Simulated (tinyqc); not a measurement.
## Arrhenius plot from several rate windows

Emission rate en = sn vth(T) Nc(T) exp(-Et/kB T) = sn g T^2 exp(-Et/kB T), g = vth Nc/(300 K)^2, as vth goes as T^0.5 and Nc as T^1.5 (degeneracy factor 1). Here the cross-section is thermally activated, sn exp(-Eb/kB T) with Eb = 0.03 eV. Each window ew gives the temperature where en = ew.

Inputs (values chosen for the exercise); material values close to those of gallium nitride: conduction-band density of states at 300 K Nc = 2.27e18 cm^-3; thermal velocity at 300 K vth = 2.6e7 cm/s; depth of the trap below the conduction edge Et = 0.16 eV; capture cross-section sn = 4.4e-14 cm^2.

Constants: q = 1.602176634e-19 C, kB = 1.380649e-23 J/K. Results are converted to the units shown.

Result of one run:

| ew (1/s) | T peak (K) | q/kB T (1/eV) | ln(ew/T^2) | ln ew |
|---|---|---|---|---|
| 15 | 93.63 | 123.9 | -6.371 | 2.708 |

What becomes of these results when the rate window ew is changed from 15 to 1.7 1/s, all else the same?

Result of the changed run:

| ew (1/s) | T peak (K) | q/kB T (1/eV) | ln(ew/T^2) | ln ew |
|---|---|---|---|---|
| 1.7 | 86.26 | 134.5 | -8.384 | 0.5306 |

The whole series:

| ew (1/s) | T peak (K) | q/kB T (1/eV) | ln(ew/T^2) | ln ew |
|---|---|---|---|---|
| 1.7 | 86.26 | 134.5 | -8.384 | 0.5306 |
| 5.1 | 89.83 | 129.2 | -7.367 | 1.629 |
| 15 | 93.63 | 123.9 | -6.371 | 2.708 |
| 47 | 98.00 | 118.4 | -5.320 | 3.850 |
| 140 | 102.6 | 113.1 | -4.319 | 4.942 |
| 430 | 107.7 | 107.8 | -3.295 | 6.064 |
| 1300 | 113.3 | 102.5 | -2.289 | 7.170 |
| 3900 | 119.4 | 97.23 | -1.295 | 8.269 |

The peak rises from 86.3 to 119 K. ln(ew/T^2) against q/kB T is a straight line of slope -0.1900 eV, which is Et + Eb and not Et = 0.16 eV: a capture barrier adds to the activation energy. Its intercept gives sn = 4.40e-14 cm^2. Leaving out the T^2 gives 0.2074 eV, too high by about 2 kB T.

tinyqc, about 0.01 s, one thread, Intel Xeon 2.30GHz (shared host): `OMP_NUM_THREADS=1 python tinyqc.py 2050025 2050026 out.jsonl`
